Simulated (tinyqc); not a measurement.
Inside a calculation. Model: minority carriers and saturation current of a heavily doped emitter.

Computed by the program tinyqc: `OMP_NUM_THREADS=1 python tinyqc.py 2330032 2330033 out.jsonl`, one thread of a shared Intel Xeon 2.30GHz, about 0.01 s for the whole run. Printed values are rounded.

n-type, parabolic bands, full ionisation. eta = (EF - Ec)/kB T solves N = Nc F12(eta), F12(x) = (2/sqrt(pi)) int_0^infinity sqrt(u)/(1 + exp(u - x)) du. The gap shrinks rigidly by dEg = E1 [ln(N/N0) + sqrt(ln^2(N/N0) + 0.5)], an empirical law that is here taken as the true narrowing.

Inputs (values chosen for the exercise); band and dielectric values close to those of silicon:

| symbol | value | unit | meaning |
|---|---|---|---|
| T | 350 | K | temperature |
| Eg | 1.11 | eV | band gap |
| Nc | 3.59e19 | cm^-3 | conduction-band density of states at 350 K |
| Nv | 3.31e19 | cm^-3 | valence-band density of states at 350 K |
| N | 7.9e19 | cm^-3 | ionised donor density |
| E1 | 8 | meV | energy of the narrowing law |
| N0 | 1.6e17 | cm^-3 | density of the narrowing law |
| mup | 230 | cm^2/(V s) | minority-hole mobility |
| Cn | 3.2e-31 | cm^6/s | Auger coefficient |
| ts | 0.07 | us | defect lifetime |
| W | 410 | nm | emitter width |
| S | 3.1e6 | cm/s | recombination velocity at the contact |

Constants: q = 1.602176634e-19 C, kB = 1.380649e-23 J/K, Vt = kB T/q. Results are converted to the units shown.

Range of the model: Band tails, non-parabolic bands and incomplete ionisation are left out.

## Iteration 1: Fermi level

eta at the start (Boltzmann value) = 0.7887

Newton step on ln F12(eta) = ln(N/Nc): eta(new) = eta - ln(Nc F12/N) F12/Fm, Fm(x) = dF12/dx = (1/sqrt(pi)) int_0^infinity u^(-1/2)/(1 + exp(u - x)) du.

F12 = 1.36855
Fm = 0.933275
eta after iteration 1 = 1.48518

## Course of the iteration

Stop when eta changes by less than 1e-9.

Course of the iteration:
```
iteration      eta   change
1          1.48518    0.696
2          1.54384   0.0587
3          1.54424  4.00e-4
4          1.54424  1.85e-8
5          1.54424        0
```

Converged in 5 iterations.

## Effective intrinsic density

converged eta = 1.54424

ni = sqrt(Nc Nv) exp(-Eg/(2 Vt)), Eg in volts; degeneracy factor g = F12(eta) exp(-eta); nie^2 = ni^2 exp(dEg/kB T) g, p0 = nie^2/N; apparent narrowing dEg + kB T ln g.

ni = 3.51409e11 cm^-3
dEg = 99.5539 meV
g = 0.469763
apparent narrowing = 76.7667 meV
nie = 1.25461e12 cm^-3
p0 = 19924.7 cm^-3

Narrowing multiplies p0 by 27.1 and degeneracy by 0.470.

## Saturation current

1/tau = Cn N^2 + 1/ts, D = mup Vt, L = sqrt(D tau); J0 = (q p0 D/L)(s + tanh(W/L))/(1 + s tanh(W/L)), s = S L/D; the share recombining inside is 1 - 1/[cosh(W/L)(1 + tanh(W/L)/s)].

tau = 0.497165 ns
L = 587.266 nm
s = 26.2438
J0 = 6.01513e5 fA/cm^2
share recombining inside = 22.0325 %

Bulk and contact share the loss.
